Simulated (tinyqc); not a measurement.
Floating body of a partially depleted SOI transistor: body voltage and kink: one step of the calculation.

Source at 0 V. Channel current Ic = 2 nf K Vt^2 [F(0) - F(Vd)](1 + la Vd), F(V) = ln^2(1 + exp((Vg - VT - nf V)/(2 nf Vt))), VT = VT0 - gb Vb. Saturation voltage Vs = 2 Vt sqrt(F(0)) + 3 Vt, excess Ve = (Vd - Vs + sqrt((Vd - Vs)^2 + 0.0004 V^2))/2, multiplication M1 = Ai Ve exp(-Bl/Ve). Each junction passes D(v) = J1 (exp(v/Vt) - 1) + J2 (exp(v/(2 Vt)) - 1). Bipolar current Ib = bb J1 (exp(Vb/Vt) - 1). The body settles where M1 (Ic + Ib) = D(Vb) + D(Vb - Vd) + Vb/Rb; drain current Id = (1 + M1)(Ic + Ib) - D(Vb - Vd).

Problem. New Vb. Current into the body I_in = M1 (Ic + Ib) - D(Vb - Vd), current out I_out = D(Vb) + Vb/Rb; f = ln(I_in/I_out), s = df/dVb by central differences over 1e-5 V, Vb(new) = Vb - f/s.

Parameters, values chosen for the exercise; values of the order met in partially depleted silicon-on-insulator transistors: temperature T = 330 K; threshold at zero body voltage VT0 = 0.32 V; fall of the threshold per volt of body voltage gb = 0.21; slope factor nf = 1.2; gain factor per width K = 530 uA/(V^2 um); channel-length modulation factor la = 0.02 1/V; impact-ionisation prefactor Ai = 1.87 1/V; impact-ionisation voltage Bl = 8.4 V; diffusion saturation current of each junction J1 = 5.4e-12 uA/um; recombination saturation current of each junction J2 = 1.4e-8 uA/um; gain of the lateral bipolar transistor on the diffusion current bb = 0.5; resistance of a weak body tie to the source (1e9 stands for no tie, and the term is then dropped) Rb = 1e9 kohm um; gate voltage Vg = 0.4 V; drain voltage Vd = 2.3 V.

Constants: q = 1.602176634e-19 C, kB = 1.380649e-23 J/K, Vt = kB T/q. Results are converted to the units shown.

Vb after iteration 1 = 0.72368606 V

Wanted: Ic; Ve; M1; I_in; I_out; f; s; Vb after iteration 2.

Solution.

Ic = 12.672 uA/um
Ve = 2.0196 V
M1 = 0.058983
I_in = 0.76537 uA/um
I_out = 0.61363 uA/um
f = 0.22096
s = -32.943 1/V
Vb after iteration 2 = 0.73039 V

Range of the model: The multiplication law is an empirical form chosen for the exercise; self-heating and capacitive coupling to the body are left out, and the linear laws are rough once Vb passes about 0.7 V or M1 about 0.1.

Program tinyqc, `OMP_NUM_THREADS=1 python tinyqc.py 2182209 2182210 out.jsonl`; Intel Xeon 2.30GHz, shared host, one thread, about 0.2 s.
